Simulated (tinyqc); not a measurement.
From results back to parameters: polytypes by hexagonality, and a cubic inclusion as a quantum well. Four cases, with inputs chosen for the exercise.

Problem. A square well of depth V with masses m_w inside and m_b outside (first and second entry of m) binds its lowest level at the given depth below the barrier: k tan(k L/2) = (m_w/m_b) q, k = sqrt(m_w E/c), q = sqrt(m_b (V - E)/c), c = hbar^2/2m0. How many double layers wide is it?

Constants: hbar^2/2m0 = 3.80998211 eV angstrom^2.

Case 1.

Values chosen (out of a larger set: of the order of those of SiC; not measured data): m = (0.291, 0.314) m0 (electron mass along c in the cubic layer and in the host); d = 2.522 angstrom (thickness of a double layer).

V = 0.61800 eV
depth V - E = 0.23537 eV

Case 2.

Values chosen (out of a larger set: of the order of those of GaAs; not measured data): m = (0.062, 0.072) m0 (electron mass along c in the cubic layer and in the host); d = 3.259 angstrom (thickness of a double layer).

V = 0.08500 eV
depth V - E = 0.03697 eV

Case 3.

Values chosen (out of a larger set: of the order of those of GaAs; not measured data): m = (0.063, 0.062) m0 (electron mass along c in the cubic layer and in the host); d = 3.258 angstrom (thickness of a double layer).

V = 0.11200 eV
depth V - E = 0.01593 eV

Case 4.

Values chosen (out of a larger set: of the order of those of InAs; not measured data): m = (0.025, 0.026) m0 (electron mass along c in the cubic layer and in the host); d = 3.505 angstrom (thickness of a double layer).

V = 0.09400 eV
depth V - E = 0.00609 eV

Find: k; q; L; N.

Solution. L = (2/k) arctan((m_w/m_b) q/k), and N = L/d.

Case 1.

k = 0.1710 1/angstrom
q = 0.1393 1/angstrom
L = 7.57 angstrom
N = 3.0

Case 2.

k = 0.0280 1/angstrom
q = 0.0264 1/angstrom
L = 48.88 angstrom
N = 15.0

Case 3.

k = 0.0399 1/angstrom
q = 0.0161 1/angstrom
L = 19.55 angstrom
N = 6.0

Case 4.

k = 0.0240 1/angstrom
q = 0.0064 1/angstrom
L = 21.03 angstrom
N = 6.0

Computed by tinyqc, one run a case: `OMP_NUM_THREADS=1 python tinyqc.py N N+1 out.jsonl` with N = 1850648, 1850655, 1850662, 1850697; one thread of a shared Intel(R) Xeon(R) Processor @ 2.30GHz, about 0.09 s a run at most.
